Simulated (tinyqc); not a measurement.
Which lattice a d-band metal prefers: Slater-Koster d bands of a bcc metal.

Slater-Koster d bands. For a bond with direction cosines (l, m, n) the 5 x 5 block is dds Ps + ddp Pp + ddd (1 - Ps - Pp), the projectors on sigma, pi and delta states about the bond; for instance <xy|xy> = 3 l^2 m^2 dds + (l^2 + m^2 - 4 l^2 m^2) ddp + (n^2 + l^2 m^2) ddd, <xy|yz> = 3 l m^2 n dds + l n (1 - 4 m^2) ddp + l n (m^2 - 1) ddd and <3z2-r2|3z2-r2> = (n^2 - (l^2 + m^2)/2)^2 dds + 3 n^2 (l^2 + m^2) ddp + (3/4)(l^2 + m^2)^2 ddd. H(k) sums the blocks times cos(k.R) over the neighbours; the d level is the zero of energy; k in 2 pi/a.

Mesh: k = f1 b1 + f2 b2 + f3 b3 with fractions (j + 1/2)/N, j = 0 to N - 1, and b = (-1,1,1), (1,-1,1), (1,1,-1) for fcc, (0,1,1), (1,0,1), (1,1,0) for bcc, unit vectors for simple cubic. The lowest Nd/10 of all levels are filled with two electrons each; the bond energy is their sum per atom.

Parameters, chosen for this exercise (of the size met in W; the results hold for these values, not for the real material):
- dds = -1.572 eV (dd sigma)
- ddp = 0.896 eV (dd pi)
- ddd = -0.157 eV (dd delta)
- f2 = 0.487 (factor on all three integrals for second neighbours)
- N = 8 (mesh)

fcc has twelve neighbours, bcc eight and six (the six times f2), simple cubic six. The integrals of bcc and sc are scaled so that all three have the second moment of fcc, which stands for equal repulsion (structural energy difference theorem). s and p electrons are left out.

Bond energy per atom:

| Nd | fcc (eV) | bcc - fcc (meV) | sc - fcc (meV) |
|---|---|---|---|
| 1 | -5.218 | 343 | -62 |
| 2 | -8.883 | 128 | -3 |
| 3 | -11.626 | -289 | 348 |
| 4 | -13.359 | -584 | 777 |
| 5 | -13.805 | -45 | 965 |
| 6 | -12.948 | 602 | 366 |
| 7 | -10.987 | 698 | -290 |
| 8 | -8.142 | 252 | -744 |
| 9 | -4.429 | -289 | -851 |

scale factors: bcc 1.1285, sc 1.4142

mu3/mu2^1.5: fcc -0.191, bcc -0.181, sc 0.000

mu4/mu2^2: fcc 1.838, bcc 1.716, sc 2.291

largest change of a difference when N is raised to 14 = 87 meV

fcc is lowest for Nd = 6. bcc is lowest for Nd = 3, 4 and 5. sc is lowest for Nd = 1, 2, 7, 8 and 9. bcc gains most on fcc at Nd = 4 (-584 meV). A small fourth moment marks a two-peaked band, which tends to favour fillings near one half; bcc has -7 % against fcc, and at Nd = 5 it lies -45 meV from fcc (differences of a few tens of meV are within the error of the mesh; hcp is left out, and this d-only model can miss the lattice of the real metal). The third moments, from three-membered rings, skew the bands. That simple cubic wins anywhere comes from keeping d bands and equal second moments alone; no transition metal takes it. Differences below about 87 meV are within the error of this mesh, and the s and p electrons left out weigh most where the d band is nearly empty or full.

Program tinyqc; command `OMP_NUM_THREADS=1 python tinyqc.py 1451181 1451182 out.jsonl`; about 0.05 s on one thread of a shared Intel(R) Xeon(R) Processor @ 2.30GHz.
